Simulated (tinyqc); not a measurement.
## p-i-n power rectifier, conductivity modulation at high injection: forward voltage and stored charge against the temperature

A drift layer from x = -d to d (2 d = W) between ideal p+ and n+ emitters (no recombination in them). High injection, n = p, ambipolar diffusion with one lifetime; both mobilities scale as (T/300 K)^(-bt).

Nc and Nv are given at 300 K and scale as (T/300 K)^1.5; tau is held fixed. Triangular field at breakdown with Ec = Kc N^(1/8): BV = eps0 eps_r Ec^2/(2 q N), so N = (eps0 eps_r Kc^2/(2 q BV))^(4/3); W = 2 BV/Ec; mu = mud (T/300 K)^(-bt); rho = 1/(q mu N); ideal resistance rho W. Da = 2 mun mup Vt/(mun + mup), La = sqrt(Da tau), B = (mun - mup)/(mun + mup) with mun = mud (T/300 K)^(-bt), mup likewise; n(x) = (tau J/(2 q La)) [cosh(x/La)/sinh(d/La) - B sinh(x/La)/cosh(d/La)]. Ohmic drop: integral of J/(q (mun + mup) n); diffusion (Dember) drop Vt B ln(n(-d)/n(d)); both junctions together Vt ln(n(-d) n(d)/ni^2), ni = sqrt(Nc Nv) exp(-Eg/(2 Vt)), Eg in volts; V_F = the sum; stored charge q times the integral of n. Integrals on a fine grid. Peak reverse current if all stored charge left in a linear ramp without recombination (an upper bound): sqrt(2 a Q). Rows where n falls below the doping are left out.

Parameters, values chosen for the exercise; bulk values close to those of gallium nitride: relative permittivity eps_r = 9.14; critical-field constant Kc = 26300 V/cm per (cm^-3)^(1/8); rated breakdown voltage of the drift layer BV = 3400 V; drift mobility at 300 K mud = 924 cm^2/(V s); temperature exponent of the drift mobility bt = 2.1; hole mobility at 300 K mup = 26.1 cm^2/(V s); band gap Eg = 3.36 eV; conduction-band density of states at the reference temperature Nc = 2.3e18 cm^-3; valence-band density of states at the reference temperature Nv = 4.6e19 cm^-3; forward current density J = 50 A/cm^2; ramp rate of the current at turn-off a = 110 A/(cm^2 us); high-level lifetime tau = 1.6e-6 s.

Constants: q = 1.602176634e-19 C, kB = 1.380649e-23 J/K, Vt = kB T/q, eps0 = 8.8541878128e-14 F/cm where lengths are in cm. Results are converted to the units shown.

The same in every row: sqrt(2 a Q) (A/cm^2) = 132.7.

Forward voltage and stored charge against the temperature:

| T (K) | d/La | drift drop, ohmic and diffusion (V) | junction drops (V) | V_F (V) | Q (uC/cm^2) | lowest n over N | J rho W (V) |
|---|---|---|---|---|---|---|---|
| 250 | 0.9017 | 0.02579 | 3.200 | 3.226 | 80.00 | 27.06 | 0.1617 |
| 290 | 0.9784 | 0.03407 | 3.163 | 3.197 | 80.00 | 25.30 | 0.2208 |
| 330 | 1.051 | 0.04338 | 3.125 | 3.168 | 80.00 | 23.69 | 0.2897 |
| 370 | 1.119 | 0.05370 | 3.085 | 3.139 | 80.00 | 22.22 | 0.3683 |
| 410 | 1.184 | 0.06502 | 3.044 | 3.109 | 80.00 | 20.89 | 0.4569 |
| 450 | 1.246 | 0.07734 | 3.002 | 3.079 | 80.00 | 19.67 | 0.5556 |
| 490 | 1.306 | 0.09067 | 2.959 | 3.049 | 80.00 | 18.55 | 0.6644 |

What does the table show?

V_F falls from 3.23 to 3.05 V; the drift drop rises from 0.0258 to 0.0907 V and the junction drops fall from 3.20 to 2.96 V.

Program tinyqc, `OMP_NUM_THREADS=1 python tinyqc.py 2230024 2230025 out.jsonl`; Intel Xeon 2.30GHz, shared host, one thread, about 0.01 s.
